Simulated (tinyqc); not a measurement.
# Worked calculation: hole mobility in a silicon inversion layer, empirical terms and Matthiessen rule

Program tinyqc, `OMP_NUM_THREADS=1 python tinyqc.py 2510074 2510075 out.jsonl`; Intel Xeon 2.30GHz, shared host, one thread, about 0.01 s. Printed values are rounded.

Inversion layer of sheet density Ns on a uniformly doped body, under a high-permittivity gate with an interlayer. The mobility terms are empirical power laws with prefactors chosen for the exercise; adding their inverses (Matthiessen) is itself an approximation.

Inputs (values chosen for the exercise); material values close to those of silicon:
```
symbol    value        unit                                                meaning
T           325           K                                            temperature
Eg         1.14          eV                                               band gap
eps_r      11.7                         relative permittivity of the semiconductor
Nc      3.19e19       cm^-3                 conduction-band density of states at T
Nv         3e19       cm^-3                    valence-band density of states at T
Nb       6.1e16       cm^-3                                            body doping
Vsb         0.3           V                                      reverse body bias
eta      0.3333              weight of the inversion charge in the effective field
Cox        1.71     uF/cm^2                                       gate capacitance
Ap          142  cm^2/(V s)           phonon-limited mobility at 1 MV/cm and 300 K
As          443  cm^2/(V s)                  roughness-limited mobility at 1 MV/cm
gs            1                                     exponent of the roughness term
Ac         1600  cm^2/(V s)                                      Coulomb prefactor
Nit      2.7e10       cm^-2                                charge at the interface
Ar          320  cm^2/(V s)              remote-phonon mobility without interlayer
ti          1.2          nm                                   interlayer thickness
lr          0.6          nm                         decay length of remote phonons
Ns       2.2e12       cm^-2                                      inversion density
WL           20                                                          ratio W/L
Vd         0.02           V                                          drain voltage
I          23.4          uA                                measured linear current
```

Constants: q = 1.602176634e-19 C, kB = 1.380649e-23 J/K, Vt = kB T/q, eps0 = 8.8541878128e-14 F/cm where lengths are in cm. Results are converted to the units shown.

## Depletion charge and effective field

ni = sqrt(Nc Nv) exp(-Eg/(2 Vt)), Eg in volts; Ndep = sqrt(2 eps0 eps_r Nb (2 Vt ln(Nb/ni) + Vsb)/q); E = q (Ndep + eta Ns)/(eps0 eps_r), in MV/cm.

ni = 4.48188e10 cm^-3
Ndep = 9.27740e11 cm^-2
E = 0.256889 MV/cm

The depletion charge gives 55.9 % of the field.

## Mobility terms and their sum

With t = T/(300 K): muC = Ac (Ns/1e12 cm^-2) t/(Nb/1e17 cm^-3 + Nit/1e11 cm^-2), muP = Ap E^(-1/3) t^(-1.75), muS = As E^(-gs), muR = Ar exp(2 ti/lr)/t; 1/mu is the sum of the inverses.

terms (cm^2/(V s)): Coulomb 4333.33, phonon 194.181, roughness 1724.48, remote phonon 16127.5
mu = 166.044 cm^2/(V s)
shares of 1/mu (%): Coulomb 3.83178, phonon 85.5100, roughness 9.62864, remote phonon 1.02957

The phonon term limits most.

## Iteration 1: inversion density for the measured current

Ns at the start = 3.3e12 cm^-2

I = (W/L) q Ns mu Vd. E = q (Ndep + eta Ns)/(eps0 eps_r) in MV/cm. With t = T/(300 K): muC = Ac (Ns/1e12 cm^-2) t/(Nb/1e17 cm^-3 + Nit/1e11 cm^-2), muP = Ap E^(-1/3) t^(-1.75), muS = As E^(-gs), muR = Ar exp(2 ti/lr)/t; 1/mu is the sum of the inverses. Ns(new) = I/((W/L) q mu Vd).

E = 0.313592 MV/cm
mu = 155.579 cm^2/(V s)
Ns after iteration 1 = 2.34689e12 cm^-2

## Iteration 2: inversion density for the measured current

As before.

E = 0.264461 MV/cm
mu = 164.602 cm^2/(V s)
Ns after iteration 2 = 2.21825e12 cm^-2

## Course of the iteration: inversion density for the measured current

Stop when Ns changes by less than 1e5 cm^-2, or after 120 iterations.

Course of the iteration:
```
iteration,Ns (cm^-2),|change| (cm^-2)
1,2.34689e12,9.53e11
2,2.21825e12,1.29e11
3,2.20136e12,1.69e10
4,2.19916e12,2.20e9
5,2.19888e12,2.86e8
6,2.19884e12,3.71e7
7,2.19883e12,4.82e6
8,2.19883e12,6.27e5
9,2.19883e12,8.14e4
```

Converged in 9 iterations. At the end each change is about 0.13 times the one before: linear convergence.

## Split C-V extraction

```
point,Vg (V),Cgc (uF/cm^2),I (uA)
0,0.1,5.38613e-4,1.71922e-6
1,0.15,0.00227049,3.04772e-5
2,0.2,0.00954001,5.32719e-4
3,0.25,0.0395457,0.00879776
4,0.3,0.155307,0.118822
5,0.35,0.507072,0.971337
6,0.4,1.09461,3.91833
7,0.45,1.50896,8.87609
8,0.5,1.65766,14.4154
9,0.55,1.69730,19.7681
10,0.6,1.70697,24.7736
11,0.65,1.70928,29.4460
12,0.7,1.70983,33.8283
```

Q(Vg) is the trapezoid sum of Cgc from the first point (where Q is taken as 0); mu_eff = I/((W/L) Q Vd); mu_FE = (dI/dVg)/((W/L) Cox Vd) with a backward difference. Listed from point 4 on.

```
point,Q (uC/cm^2),mu_eff (cm^2/(V s)),mu_FE (cm^2/(V s))
4,0.00646396,45.9557,3.21709
5,0.0230235,105.473,24.9273
6,0.0630656,155.327,86.1693
7,0.128155,173.151,144.964
8,0.207321,173.830,161.969
9,0.291195,169.715,156.510
10,0.376301,164.586,146.359
11,0.461708,159.441,136.622
12,0.547186,154.556,128.135
```

At the last point mu_FE is 17 % below mu_eff: where the mobility falls with gate voltage the slope of I understates it.
